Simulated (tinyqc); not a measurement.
Two-node Weyl semimetal on a cubic lattice and its slab: sweeps and comparisons. A value that a table varies takes the place of the one given here.

H = d.s with dx = t sin kx, dy = t sin ky, dz = m (2 - cos kx - cos ky) + M(kz), M = tz (cos k0 - cos kz), k in 1/a. Nodes at (0, 0, +/-k0). Berry curvature of the lower band along z: Omega = d.(dd/dkx x dd/dky)/(2|d|^3), in the sense curl of i<u|grad u>.

Slab of N layers along x with hard walls: layer block t sin(ky) sy + (m (2 - cos ky) + M(kz)) sz, block to the next layer t sx/(2i) - m sz/2.

Values chosen for the exercise:
- t = 0.9 eV (hopping in sx and sy)
- m = 1.41 eV (mass term)
- tz = 0.51 eV (hopping along z)
- k0 = 1.6 1/a (position of the nodes)
- k = (-0.17, -0.07, 2.47) 1/a (wave vector)

## Planes of fixed kz and the Fermi arc

C is the sum of Omega over a 24 x 24 mesh, k = (j + 1/2) 2 pi/24, times (2 pi/24)^2/(2 pi). Slab of 30 layers at ky = 0: lowest positive level and weight of the middle pair on the two outer layers.

Against kz:

| kz (1/a) | M (eV) | C | slab level (eV) | surface weight |
|---|---|---|---|---|
| 0.000 | -0.5249 | -1.000 | 0.00000 | 0.576 |
| 0.400 | -0.4846 | -1.000 | 0.00000 | 0.542 |
| 0.800 | -0.3702 | -1.000 | 0.00000 | 0.434 |
| 1.200 | -0.1997 | -0.997 | 0.00011 | 0.250 |
| 2.000 | 0.1973 | -0.015 | 0.21863 | 0.009 |
| 2.400 | 0.3612 | -0.001 | 0.37729 | 0.005 |
| 2.800 | 0.4656 | 0.000 | 0.48005 | 0.004 |
| 3.142 | 0.4951 | 0.000 | 0.50915 | 0.004 |

C is -1 for kz below k0 = 1.6 and 0 above, within 0.015 on this mesh. Where C = -1 the slab has a level near zero (exactly zero for a thick slab) on its faces (weight 0.58 at kz = 0): these points form the arc from -k0 to +k0, of length 3.20/a. Towards the node M goes to zero and the state spreads into the bulk; beyond it the level follows M, raised by the confinement in the slab.

## Hybridisation of the two arcs

ky = 0, kz = 0; lowest positive level against the number of layers. On a half space the amplitudes are z1^n - z2^n with z the roots of (t + m) z^2/2 - (m + M) z + (m - t)/2 = 0.

Level:

| N | E (eV) |
|---|---|
| 3 | 0.07665 |
| 4 | 0.003101 |
| 5 | 0.01403 |
| 6 | 0.01144 |
| 8 | 0.001818 |
| 10 | 0.0002928 |
| 12 | 0.0001313 |

z1, z2: 0.3832+0.2720i  0.3832-0.2720i

The larger root has |z| = 0.4699, so the level should fall by about |z|^2 = 0.221 for two more layers; from 10 to 12 it changes by a factor 0.448. The roots are complex, so the fall carries an oscillation.

## What each parameter does

|E| and Omega at k, the velocity tz sin(k0) and k0/pi. Each row changes one parameter from the base and keeps the others.

Results:

| case | \|E\| (eV) | Omega (a^2) | vz (eV a) | \|sigma_xy\| (e^2/(h a)) |
|---|---|---|---|---|
| base | 0.4401 | 1.6825 | 0.5098 | 0.5093 |
| t = 0.81 eV | 0.4342 | 1.4191 | 0.5098 | 0.5093 |
| m = 1.269 eV | 0.4379 | 1.7195 | 0.5098 | 0.5093 |
| tz = 0.459 eV | 0.4047 | 1.9327 | 0.4588 | 0.5093 |
| k0 = 1.44 1/a | 0.5165 | 1.2762 | 0.5056 | 0.4584 |

The largest shifts from the base row, up to three for each result and ties (the steps differ in size, so this ranks the rows, not the parameters). |E| (eV): k0 +0.0764, tz -0.0354, t -0.0059. Omega (a^2): k0 -0.4063, t -0.2634, tz +0.2502. vz (eV a): tz -0.0510, k0 -0.0041; unchanged at the printed digits by t and m. |sigma_xy| (e^2/(h a)): k0 -0.0509; unchanged at the printed digits by t, m and tz. The Hall conductivity depends on the separation of the nodes alone, with EF at the nodes and no further nodes.

(tinyqc, `OMP_NUM_THREADS=1 python tinyqc.py 1482429 1482430 out.jsonl`, Intel(R) Xeon(R) Processor @ 2.30GHz, 1 thread, shared host, about 0.2 s.)
